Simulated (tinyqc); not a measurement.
Worked calculation: quantum-confined Stark effect in a modulator well. Values are carried at full precision from step to step, so a last printed digit may differ when a step is redone from the rounded ones.

Constants: hbar^2/2m0 = 3.80998211 eV angstrom^2; e^2/(4 pi eps0) = 14.39964547 eV angstrom; hc = 1239.841984 eV nm.

Values chosen for the exercise (near those of an InGaAs well in InAlAs; shifted at random, so the results belong to these values and not to a real crystal):
- L = 126 angstrom (well width)
- me = 0.0423 m0 (electron, well)
- mh = 0.358 m0 (heavy hole along z, well)
- F = 68 kV/cm (field)
- Vc = 0.517 eV (conduction offset)
- Vv = 0.21 eV (heavy-hole offset)
- meb = 0.0713 m0 (electron, barrier)
- mhb = 0.412 m0 (heavy hole, barrier)
- Eg = 0.759 eV (gap of the well)
- mp = 0.113 m0 (heavy hole in the plane)
- eps = 13.5 (dielectric constant)
- dE = 20 meV (operating point below the zero-field line)
- G = 6 meV (half width of the exciton line)

## Estimate for hard walls

Second order: each level moves by -C m (e F)^2 L^4/(2c), C = (15/pi^2 - 1)/(24 pi^2), c = hbar^2/2m0, 1 kV/cm = 1e-5 eV/angstrom. It holds while e F L is no more than about twice 3 c pi^2/(m L^2).

Estimate:
```
carrier     shift (meV)  e F L over the level spacing
electron          -1.42                          0.51
heavy hole       -12.02                          4.32
```

The hole, 8.5 times heavier, carries 89 % of the estimated shift; for it the ratio exceeds 3, so second order overstates its shift, by 13 % at a ratio of 3 and 60 % at 8.

## Levels and envelopes

Envelopes on cells of 0.5 angstrom over the well |z| < L/2 and 45 angstrom of barrier on each side, psi = 0 beyond, psi'/m continuous (mean mass between points), c = hbar^2/2m0. The electron sees + e F z and the hole - e F z, each with its offset in the barriers; 1 kV/cm = 1e-5 eV/angstrom. Light holes, band mixing and escape by tunnelling are left out.

Ground levels, squared overlap and separation <z>_h - <z>_e without and with the field.

Results:
```
F (kV/cm)  E_e (meV)  E_h (meV)  overlap^2  separation (angstrom)
0              34.66       5.26      0.988                    0.0
68             31.05      -8.39      0.439                   42.4
```

The electron level moves by -3.61 meV (2.5 times the hard-wall estimate, since it leaks into the barriers and sees a wider well) and the hole level by -13.65 meV (1.14 times). For the hole, saturation lowers the shift and leakage raises it, so a ratio near 1 is a coincidence.

## Exciton

Exciton: in-plane function exp(-rho/lam), 1/mu = 1/me + 1/mp, E(lam) = c/(mu lam^2) - (q/eps) times the integral over k of Fm(k)(1 + (k lam/2)^2)^(-3/2), Fm(k) the double integral of psi_e^2 psi_h^2 exp(-k |z - z'|), q = e^2/(4 pi eps0); binding Eb = -E at the minimum. Line at Eg + E_e + E_h - Eb, strength proportional to overlap^2/lam^2.

Minimise over lam without and with the field.

Results:
```
F (kV/cm)  lam (angstrom)  Eb (meV)  line (eV)      nm  overlap^2/lam^2 (1e-4/angstrom^2)
0                   181.3      5.50     0.7934  1562.7                             0.3005
68                  204.9      4.74     0.7769  1595.9                             0.1045
```

The weaker binding gives back 0.76 meV of the red shift, leaving 16.5 meV; the strength falls to 35 %.

## Contrast at the operating point

With a Gaussian line of half width G, the absorption at E_op = line(0) - dE is proportional to strength x exp(-ln2 ((E_op - line)/G)^2); continuum absorption is left out. Give it at both fields, relative to the zero-field peak.

E_op = 0.7734 eV
wavelength = 1603.1 nm

absorption without and with the field: [0.00045, 0.28]

The field changes the absorption by +0.27 of the zero-field peak. With dE above 2G the Gaussian tail at zero field is weak; real tails fall only exponentially and absorb more.

## Checks

- Zero-field levels against the matching condition of the square well, meV: largest difference 8.4e-04.
- Slope d(E_e + E_h)/dF against minus the separation (Hellmann-Feynman), angstrom: both -42.4.

tinyqc: `OMP_NUM_THREADS=1 python tinyqc.py 1280473 1280474 out.jsonl`; about 0.3 s, one thread, shared Intel(R) Xeon(R) Processor @ 2.30GHz.
